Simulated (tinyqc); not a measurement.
Avalanche multiplication and breakdown of a junction from ionisation integrals: one step, computed by the program tinyqc. Command: `OMP_NUM_THREADS=1 python tinyqc.py 3017993 3017994 out.jsonl impact walk`. One thread of a shared host (Intel(R) Xeon(R) Processor @ 2.30GHz), about 0.01 s of CPU time with the checks.

Ionisation coefficients follow the local field. Position x runs through the depletion layer from the p side (x = 0), where electrons enter, to the n side (x = w), where holes enter. The built-in voltage is neglected.

Task: Coefficients at the critical field. alpha_n = a_n exp(-(b_n/F)^c), alpha_p = a_p exp(-(b_p/F)^c).

Inputs (values chosen for the exercise, modelled on GaAs):

| quantity | value | unit |
|---|---|---|
| electron prefactor a_n | 200000 | 1/cm |
| electron field b_n | 589000 | V/cm |
| hole prefactor a_p | 219000 | 1/cm |
| hole field b_p | 660000 | V/cm |
| exponent c | 1.8 | - |

Junction: one-sided abrupt p+n.

critical field F_m = 0.3689033 MV/cm

Give: alpha_n; alpha_p; ratio k = alpha_p/alpha_n; shorter ionisation length.

Result:

alpha_n = 19626 1/cm

alpha_p = 12677 1/cm

ratio k = alpha_p/alpha_n = 0.6459

shorter ionisation length = 0.5095 micrometre

Electrons ionise more readily at the peak field.
